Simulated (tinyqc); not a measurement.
# Convergence with the mesh in the empty well

In an empty well of width L and depth Vb, level k solves kw L/2 = (k - 1) pi/2 + arctan(sqrt((mw/mb)(Vb - E)/E)) with kw = sqrt(mw E/C), C = hbar^2/(2 m0). Mesh: N intervals across the well, hz = L/N, nodes at (i + 1/2) hz from an edge, mass (mw + mb)/2 on the interval that holds an interface, walls 3 L outside the edges; H_ii = C (1/m_(i-1/2) + 1/m_(i+1/2))/hz^2 + V_i, H_(i,i+1) = -C/(m_(i+1/2) hz^2). No field, no charge.

Parameters, values chosen for the exercise; material values close to those of GaAs in AlGaAs: mass along z in the well mw = 0.0658 m0; mass along z in the barriers mb = 0.0902 m0; barrier height Vb = 0.256 eV; well width L = 20.8 nm.

Constants: q = 1.602176634e-19 C, hbar = 1.054571817e-34 J s, m0 = 9.1093837015e-31 kg, hbar^2/(2 m0) = 0.0380998212 eV nm^2. Results are converted to the units shown.

The same in every row: exact E1 (meV) = 9.656.

Result of one run:
```
N,E1 on the mesh (meV),error (%)
128,9.650,-0.0585
```

What becomes of these results when the number of intervals N is changed from 128 to 4, all else the same?

Result of the changed run:
```
N,E1 on the mesh (meV),error (%)
4,6.845,-29.1
```

The whole series:
```
N,E1 on the mesh (meV),error (%)
4,6.845,-29.1
8,8.553,-11.4
16,9.322,-3.46
32,9.567,-0.917
64,9.633,-0.233
128,9.650,-0.0585
```

The error goes from -29 % to -0.058 %; between N = 32 and 64 it shrinks by a factor of 3.9, the 4 of a second-order scheme.

Program tinyqc, `OMP_NUM_THREADS=1 python tinyqc.py 2140018 2140019 out.jsonl`; Intel Xeon 2.30GHz, shared host, one thread, about 0.4 s.
